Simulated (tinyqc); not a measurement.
The scattering mechanism: Boltzmann transport in a parabolic band with a power-law relaxation time.

F_j(eta) = (1/Gamma(j + 1)) integral_0^infinity x^j dx/(1 + exp(x - eta)), which tends to exp(eta) for eta << 0.

tau = tau0 x^r with x = E/kT. With K_j = Gamma(j + 1) F_j(eta): <tau> = tau0 (r + 3/2) K_(r+1/2)/((3/2) K_(1/2)); mu = <tau>/(mc m0/e), m0/e = 5.685630e-12 kg/C; Hall factor rH = (3/2) K_(1/2) (2r + 3/2) K_(2r+1/2)/((r + 3/2) K_(r+1/2))^2; Seebeck S = -(kB/e) [(r + 5/2) K_(r+3/2)/((r + 3/2) K_(r+1/2)) - eta]; Lorenz number L = (kB/e)^2 [(r + 7/2) K_(r+5/2)/((r + 3/2) K_(r+1/2)) - ((r + 5/2) K_(r+3/2)/((r + 3/2) K_(r+1/2)))^2]; kB/e in V/K. Valley anisotropy is left out of rH.

Constants: kB = 8.617333262e-05 eV/K.
eta = 2.63235

Same eta for each exponent.

Results:
```
r                                     mechanism  <tau>/tau0     rH  S (microvolt/K)  L (1e-8 W ohm/K^2)
-0.5                           acoustic phonons       0.531  1.062            -94.6               1.940
0.0                  a constant relaxation time       1.000  1.000           -125.3               2.084
0.5   polar optical or piezoelectric scattering       1.979  1.043           -154.9               2.264
1.5                          ionised impurities       8.767  1.388           -214.2               2.722
```

From r = -1/2 to 3/2 |S| grows by 119.6 microvolt/K, against 2 kB/e = 172.3 in the non-degenerate limit: scattering that favours fast electrons raises the mean energy carried. rH is 1 only for constant tau and reaches 1.388 for r = 3/2; L spans 1.940 to 2.722 against the metallic 2.443.

(tinyqc, `OMP_NUM_THREADS=1 python tinyqc.py 1650248 1650249 out.jsonl`, Intel(R) Xeon(R) Processor @ 2.30GHz, 1 thread, shared host, about 0.01 s.)
